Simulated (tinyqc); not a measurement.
Speed against selectivity over temperature: anisotropic wet etching of Si(100): plane rates, V-grooves, membranes and undercut. Computed by tinyqc, a small Python program. Command: `OMP_NUM_THREADS=1 python tinyqc.py 3030387 3030388 out.jsonl wetetch walk`. One thread of a shared host (Intel(R) Xeon(R) Processor @ 2.30GHz), about 0.01 s of CPU time with the checks.

A long slot opens the mask on a (100) wafer. The floor etches at R100; (111) walls stand at theta = arctan(sqrt2) = 54.7356 degrees to the surface and recede at R111 along their normal.

Inputs (values chosen for the exercise, close to those used for potassium hydroxide solutions):

| quantity | value | unit |
|---|---|---|
| prefactor k0 of the (100) rate | 3.5e+08 | um/min |
| activation energy of (100), E | 0.59 | eV |
| ratio (100)/(111) at 80 C | 120 | - |
| extra energy of (111), dE | 0.15 | eV |
| ratio (100)/oxide at 80 C | 200 | - |
| extra energy of the oxide, dE_ox | 0.27 | eV |
| misalignment of the mask | 2 | degrees |
| wafer thickness d | 300 | um |
| membrane thickness wanted | 3.8 | um |

Constants: k_B = 8.617333262e-05 eV/K.

Method:
- R100 = k0 exp(-E/(k_B T)); a ratio given at 80 C scales as exp[(extra energy/k_B)(1/T - 1/353.15 K)]; R111 and R_ox follow by division.
- Temperatures in kelvin are T(C) + 273.15.
- Each row etches to the depth d - membrane; undercut per side = (R111/sin(theta) + R100 sin(misalignment)) x time.

Etching to a fixed depth:

| T (C) | R100 (um/min) | R100/R111 | time (h) | undercut (um) | oxide consumed (nm) |
|---|---|---|---|---|---|
| 30 | 0.0544 | 270.55 | 90.769 | 11.678 | 342.8 |
| 40 | 0.1119 | 225.22 | 44.128 | 11.948 | 476.8 |
| 50 | 0.2201 | 189.63 | 22.433 | 12.250 | 649.9 |
| 60 | 0.4157 | 161.32 | 11.876 | 12.586 | 869.4 |
| 70 | 0.7566 | 138.54 | 6.525 | 12.956 | 1143.6 |
| 80 | 1.3311 | 120.00 | 3.709 | 13.360 | 1481.0 |
| 90 | 2.2703 | 104.77 | 2.174 | 13.800 | 1890.9 |
| 100 | 3.7628 | 92.14 | 1.312 | 14.274 | 2382.7 |

What follows from these numbers?

From 30 to 100 C the time falls by a factor 69.2, while the oxide loss grows by 6.95 and the undercut by 1.22: the slower planes and the mask have the higher activation energies, so heat costs selectivity. Misalignment gives 10.3 um of the undercut at any T.
